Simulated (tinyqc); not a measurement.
One-electron ion in a basis of Gaussians, step by step. Computed by tinyqc, a small Python program that keeps every step. Settings: Z = 3, l = 0. Command: `OMP_NUM_THREADS=1 python tinyqc.py 20633 20634 out.jsonl` (the two numbers bound the seeds that draw the settings). One thread of a shared host (Intel(R) Xeon(R) Processor @ 2.60GHz), about 0.01 s of CPU time with the checks.

## Matrices over normalised Gaussians

exponents of r^l exp(-a r^2) (1/bohr^2): [0.6804, 2.0930]

Z = 3

l = 0

With p = a_i + a_j and I(k) = Gamma((k+1)/2) / (2 p^((k+1)/2)): S = I(2l+2), T = (2l+3) a_i a_j S / p, V = -Z I(2l+1), each divided by sqrt(S_ii S_jj).

S:
$$\begin{pmatrix}
1.0000 & 0.7983 \\
0.7983 & 1.0000
\end{pmatrix}$$

T (hartree):
$$\begin{pmatrix}
1.0206 & 1.2298 \\
1.2298 & 3.1395
\end{pmatrix}$$

V (hartree):
$$\begin{pmatrix}
-3.9489 & -4.5005 \\
-4.5005 & -6.9259
\end{pmatrix}$$

## Generalised eigenproblem

H = T + V (hartree):
$$\begin{pmatrix}
-2.9283 & -3.2707 \\
-3.2707 & -3.7864
\end{pmatrix}$$

Solve H C = S C e through S^(-1/2); each column has its largest component positive (the first on a tie).

eigenvalues of S: [0.2017, 1.7983]

eigenvalues (hartree): [-3.8348, -0.2804]

coefficients:
$$\begin{pmatrix}
0.1937 & 1.6491 \\
0.8386 & -1.4332
\end{pmatrix}$$

For Z = 3 and l = 0 the exact lowest level is -Z^2/(2 n^2) with n = l + 1: -4.500000 hartree.
